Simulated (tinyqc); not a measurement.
Inverse iteration on a symmetric matrix, step by step. Computed by tinyqc, a small Python program that keeps every step. Settings: method = inverse, shift = 1.9. Command: `OMP_NUM_THREADS=1 python tinyqc.py 26018 26019 out.jsonl` (the two numbers bound the seeds that draw the settings). One thread of a shared host (Intel(R) Xeon(R) Processor @ 2.60GHz), about 0.01 s of CPU time with the checks.

A:
$$\begin{pmatrix}
1.176000 & -0.087000 & 0.147000 & -0.151000 & 0.025000 \\
-0.087000 & 1.611000 & 0.331000 & -0.213000 & 0.125000 \\
0.147000 & 0.331000 & 1.618000 & -0.070000 & -0.121000 \\
-0.151000 & -0.213000 & -0.070000 & 1.757000 & -0.392000 \\
0.025000 & 0.125000 & -0.121000 & -0.392000 & 3.417000
\end{pmatrix}$$

Stop when the residual |A v - lambda v| is below 1e-9.

Steps:
```
step      lambda  residual
1     1.79081299  2.96e-01
2     1.95199713  1.98e-01
3     2.02482457  1.18e-01
4     2.04797228  6.32e-02
5     2.05441909  3.29e-02
6     2.05614589  1.69e-02
7     2.05660375  8.72e-03
8     2.05672485  4.48e-03
9     2.05675686  2.30e-03
10    2.05676532  1.18e-03
11    2.05676756  6.09e-04
12    2.05676815  3.13e-04
13    2.05676831  1.61e-04
14    2.05676835  8.28e-05
15    2.05676836  4.26e-05
16    2.05676836  2.19e-05
17    2.05676836  1.12e-05
18    2.05676836  5.78e-06
19    2.05676836  2.97e-06
20    2.05676836  1.53e-06
21    2.05676836  7.86e-07
22    2.05676836  4.04e-07
23    2.05676836  2.08e-07
24    2.05676836  1.07e-07
25    2.05676836  5.49e-08
26    2.05676836  2.82e-08
27    2.05676836  1.45e-08
28    2.05676836  7.46e-09
29    2.05676836  3.83e-09
30    2.05676836  1.97e-09
```

Can the last value be used, and what does the course show?

Not by the stop rule, although the second column moves by less than 1e-07 over the last three steps. Not converged in 30 steps: the residual falls only by the ratio of the two smallest distances of eigenvalues from the shift, 0.51 a step. all eigenvalues, for comparison: [1.010976, 1.392534, 1.595071, 2.056768, 3.523651].
